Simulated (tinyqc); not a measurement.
CID on RHF in the sto-3g basis, for HeH+, spin multiplicity 1, step by step. One step of it, computed by the program tinyqc.

Task: CID: determinants and Hamiltonian. Slater-Condon rules over spin orbitals, with the nuclear repulsion added and E(HF) subtracted on the diagonal.

one-electron integrals over orbitals h = C^T H C (hartree):
$$\begin{pmatrix}
-2.574544 & 0.173005 \\
0.173005 & -1.347699
\end{pmatrix}$$

Two-electron integrals over orbitals (pq|rs), unique and non-zero (hartree):
```
(11|11) 0.943062    (21|11) -0.173005   (21|21) 0.145218    (22|11) 0.659590
(22|21) 0.037537    (22|22) 0.752445
```

nuclear repulsion = 1.36385879 hartree

Hartree-Fock energy = -2.84216782 hartree

Give: determinants; H - E(HF) between determinants.

Result:

Occupation strings over the orbitals (2 doubly, a alpha, b beta, 0 empty; spin orbitals ordered 1a 1b 2a 2b ...): 20 02

H - E(HF) between determinants (hartree), order 20, 02:
$$\begin{pmatrix}
0.000 & 0.145 \\
0.145 & 2.263
\end{pmatrix}$$
